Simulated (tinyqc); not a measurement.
Carrier lifetime of a p-type layer with SRH, radiative, Auger and surface recombination: one step of the calculation.

Uniform excess density dn = dp (no trapping), n = n0 + dn, p = p0 + dn, Boltzmann statistics, full ionisation. Surfaces enter as a rate 2 S dn/d, which holds while diffusion to them is fast.

Problem. Equilibrium densities and SRH constants. ni = sqrt(Nc Nv) exp(-Eg/(2 Vt)), Eg in volts; majority density N/2 + sqrt(N^2/4 + ni^2), n0 p0 = ni^2; n1 = Nc exp(-Et/Vt), p1 = Nv exp((Et - Eg)/Vt); tn0 = 1/(sn vth Nt), tp0 = 1/(sp vth Nt).

Values chosen for this exercise; band and dielectric values close to those of cadmium telluride:

| symbol | value | unit | meaning |
|---|---|---|---|
| T | 300 | K | temperature |
| Eg | 1.51 | eV | band gap |
| Nc | 7.9e17 | cm^-3 | conduction-band density of states at T |
| Nv | 1.77e19 | cm^-3 | valence-band density of states at T |
| N | 4.7e17 | cm^-3 | acceptor density |
| Nt | 1.7e13 | cm^-3 | trap density |
| sn | 1e-15 | cm^2 | capture cross-section for electrons |
| sp | 5e-15 | cm^2 | capture cross-section for holes |
| vth | 1.7e7 | cm/s | thermal velocity (both carriers) |
| Et | 1.28 | eV | trap level below the conduction band |

Constants: q = 1.602176634e-19 C, kB = 1.380649e-23 J/K, Vt = kB T/q. Results are converted to the units shown.

Find: ni; n0; p0; n1; p1; tn0; tp0.

Solution.

ni = 7.7510e5 cm^-3
n0 = 1.2783e-6 cm^-3
p0 = 4.7000e17 cm^-3
n1 = 2.4807e-4 cm^-3
p1 = 2.4218e15 cm^-3
tn0 = 3.4602e-6 s
tp0 = 6.9204e-7 s

Numbers from tinyqc (`OMP_NUM_THREADS=1 python tinyqc.py 2300039 2300040 out.jsonl`; about 0.01 s on one thread of a shared Intel Xeon 2.30GHz).
